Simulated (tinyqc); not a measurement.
Two-sublattice mean-field magnet: ferrimagnet, compensation points and susceptibility: one step, computed by the program tinyqc. Command: `OMP_NUM_THREADS=1 python tinyqc.py 3018426 3018427 out.jsonl ferri walk`. One thread of a shared host (Intel(R) Xeon(R) Processor @ 2.30GHz), about 0.02 s of CPU time with the checks.

A random alloy A(1-x)B(x) with H = -sum over pairs J S_i.S_j. a = <S_A> and b = <S_B> are taken along z, a > 0. Exchange fields: h_A = (1 - x) zJ_AA a + x zJ_AB b, h_B = (1 - x) zJ_AB a + x zJ_BB b; a = S_A B_(S_A)(S_A h_A/(k_B T)) and likewise for b, with the Brillouin function B_S(y) = [(2S + 1)/(2S)] coth[(2S + 1) y/(2S)] - [1/(2S)] coth[y/(2S)].

Question. Ordering temperature. Linearised, T (a, b) = M (a, b) with M_ij = S_i (S_i + 1) c_j zJ_ij/(3 k_B), c_A = 1 - x, c_B = x. T_c is the larger eigenvalue, and its eigenvector gives b/a at onset, (T_c - M_AA)/M_AB.

Inputs (values chosen for the exercise, for a model ferrimagnet):

| quantity | value | unit |
|---|---|---|
| spin S_A | 1.5 | - |
| spin S_B | 3.5 | - |
| fraction x of B sites | 0.41 | - |
| z J_AA | 18.8 | meV |
| z J_BB | 0.93 | meV |
| z J_AB | -7.4 | meV |
| T over T_c | 0.44 | - |

Constants: k_B = 8.617333262e-05 eV/K.

Give: M; eigenvalues; T_c; b/a at onset; T.

Answer.

M (K):
```
         A       B
A   160.90  -44.01
B  -265.99   23.23
```

eigenvalues (K): -36.17  220.30

T_c = 220.30 K

b/a at onset = -1.3497

T = 96.932 K

The antiferromagnetic A-B coupling raises T_c by 59 K over that of A alone.
